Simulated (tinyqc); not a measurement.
Channel mobility from two channel lengths.

Inverse problem. Two power MOSFETs differ only in channel length: R_on = R_rest + Lc (Wp + a)/(2 mch Cox Vov), Cox = 3.9 eps0/tox. Find mch and R_rest.

Inputs (values chosen for the exercise):
- tox = 77 nm (gate oxide thickness (eps_r 3.9))
- Vov = 9 V (gate overdrive)
- Wp = 4.7 um (width of the p body in one cell, channels included)
- a = 1.9 um (gap between neighbouring p bodies)

Constants: eps0 = 8.8541878128e-14 F/cm where lengths are in cm. Results are converted to the units shown.

R_on at Lc = 0.54 and 1.6 um (mohm cm^2): 2.6618739  4.9425892

Answer. R_on is a straight line in Lc; its slope gives mch and its intercept the rest.

mch = 38.0 cm^2/(V s)
R_rest = 1.50 mohm cm^2

Computed by the program tinyqc: `OMP_NUM_THREADS=1 python tinyqc.py 2230126 2230127 out.jsonl`, one thread of a shared Intel Xeon 2.30GHz, about 0.01 s for the whole run.
